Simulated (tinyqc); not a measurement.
Field dependence: Hall effect and magnetoresistance of several carrier groups with constant relaxation times. Computed by tinyqc, a small Python program. Command: `OMP_NUM_THREADS=1 python tinyqc.py 3029978 3029979 out.jsonl hall2 walk`. One thread of a shared host (Intel(R) Xeon(R) Processor @ 2.30GHz), about 0.01 s of CPU time with the checks.

Group 1 has charge -e and group 2 charge -e; s_i is that sign. B lies along z; mu B is formed with mu in m^2/(V s).

Inputs (values chosen for the exercise, for a model conductor):
```
quantity        value        unit
density n1    2.1e+18      1/cm^3
mobility mu1     7400  cm^2/(V s)
density n2    4.5e+18      1/cm^3
mobility mu2      470  cm^2/(V s)
```

Carriers: two electron groups. Densities: per volume.

Constants: e = 1.602176634e-19 C.

Method:
- Weak field: R_H(0) = sum s_i n_i mu_i^2/(e (sum n_i mu_i)^2); MR = c B^2 with c = n1 n2 mu1 mu2 (s1 mu1 - s2 mu2)^2/(n1 mu1 + n2 mu2)^2. Strong field: R_H = 1/(e sum s_i n_i); rho_xx saturates at (n1/mu1 + n2/mu2)/(e (sum s_i n_i)^2).
- sigma_xx = sum n_i e mu_i/(1 + mu_i^2 B^2); sigma_xy = sum s_i n_i e mu_i^2 B/(1 + mu_i^2 B^2).
- rho_xx = sigma_xx/(sigma_xx^2 + sigma_xy^2); Hall coefficient R_H = sigma_xy/(B (sigma_xx^2 + sigma_xy^2)), with B in V s/cm^2 (1 T = 1e-4 V s/cm^2); magnetoresistance MR = rho_xx(B)/rho_xx(0) - 1.

saturation MR = 299.558 %

Against the field:
```
B (T)       mu1 B  rho_xx (ohm cm)  R_H (cm^3/C)      MR (%)
0.068  5.0320e-02        0.0003536       -2.3225  2.3414e-02
0.2    1.4800e-01        0.0003542       -2.3217  2.0242e-01
0.54   3.9960e-01        0.0003587       -2.3158  1.4694e+00
1.4    1.0360e+00        0.0003875       -2.2784  9.6071e+00
3.4    2.5160e+00        0.0005266       -2.0975  4.8970e+01
8.1    5.9940e+00        0.0009104       -1.5985  1.5753e+02
20     1.4800e+01        0.0012761       -1.1231  2.6096e+02
54     3.9960e+01        0.0013915       -0.9731  2.9360e+02
160    1.1840e+02        0.0014101       -0.9489  2.9887e+02
```

What does the comparison show, and why?

MR starts as B^2.00 and ends as B^0.02; it saturates at 300 %. One group alone would show no magnetoresistance in this model. The rows with mu1 B well above 1 show the semiclassical limit; Landau quantisation is left out. Fields above 100 T are beyond ordinary laboratory magnets.
